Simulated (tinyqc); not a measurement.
Thin-body film or fin with hard walls, valleys of the Si type: one step. Effective density of states and threshold shift. Three cases, with inputs chosen for the exercise.

Task: Sum the subbands; 1/angstrom^2 = 1e16/cm^2 and 1/angstrom^3 = 1e24/cm^3.

A film of thickness t between hard walls, flat band inside: E_n = c (n pi/t)^2/m_z above the bulk edge, c = hbar^2/2m0. Without degeneracy the sheet density is N2 exp((EF - Ec)/kB T) with N2 = sum_i g m_d/(2 pi c) kB T exp(-E_i/kB T) over n = 1 to 40 of each group; a classical film has t Nc with Nc = 2 g_all (m_dos kB T/(4 pi c))^(3/2), m_dos = (ml mt^2)^(1/3). The threshold shift is dVt = kB T ln(t Nc/N2).

Constants: hbar^2/2m0 = 3.80998211 eV angstrom^2; kB = 8.617333262e-05 eV/K.

Give: terms of N2 by group; Nc; t Nc; dVt.

Case 1.

Values chosen (near those of Si; the results hold for these values, not for the real material): t = 86 angstrom (body thickness); ml = 0.93 m0 (longitudinal mass); mt = 0.189 m0 (transverse mass); T = 300 K (temperature); g_all = 6 (number of valleys).

Valleys (masses in m0):
```
valleys g  cos^2(theta)       m_z       m_1       m_2       m_d
2              1.000000  0.930000  0.189000  0.189000  0.189000
4              0.000000  0.189000  0.189000  0.930000  0.419249
```

Result:

terms of N2 by group (1e12/cm^2): 5.826  6.681

Nc = 2.744 x 1e19/cm^3
t Nc = 23.601 x 1e12/cm^2
dVt = 16.4 mV

Confinement leaves 53 % of the classical states; the heaviest group holds 47 % of the electrons, against 33 % in the bulk.

Case 2.

Values chosen (near those of Si; the results hold for these values, not for the real material): t = 28 angstrom (body thickness); ml = 0.931 m0 (longitudinal mass); mt = 0.19 m0 (transverse mass); T = 300 K (temperature); g_all = 6 (number of valleys).

Valleys (masses in m0):
```
valleys g  cos^2(theta)       m_z       m_1       m_2       m_d
2              1.000000  0.931000  0.190000  0.190000  0.190000
4              0.000000  0.190000  0.190000  0.931000  0.420583
```

Result:

terms of N2 by group (1e12/cm^2): 0.5608  0.001044

Nc = 2.760 x 1e19/cm^3
t Nc = 7.729 x 1e12/cm^2
dVt = 67.8 mV

Confinement leaves 7.3 % of the classical states; the heaviest group holds 100 % of the electrons, against 33 % in the bulk.

Case 3.

Values chosen (near those of Si; the results hold for these values, not for the real material): t = 68 angstrom (body thickness); ml = 0.907 m0 (longitudinal mass); mt = 0.191 m0 (transverse mass); T = 300 K (temperature); g_all = 6 (number of valleys).

Valleys (masses in m0):
```
valleys g  cos^2(theta)       m_z       m_1       m_2       m_d
6              0.333333  0.259207  0.191000  0.668333  0.357284
```

Result:

terms of N2 by group (1e12/cm^2): 7.060

Nc = 2.739 x 1e19/cm^3
t Nc = 18.624 x 1e12/cm^2
dVt = 25.1 mV

Confinement leaves 38 % of the classical states.

Computed by tinyqc, one run a case: `OMP_NUM_THREADS=1 python tinyqc.py N N+1 out.jsonl` with N = 1252192, 1280249, 1280712; one thread of a shared Intel(R) Xeon(R) Processor @ 2.30GHz, about 0.01 s a run at most.
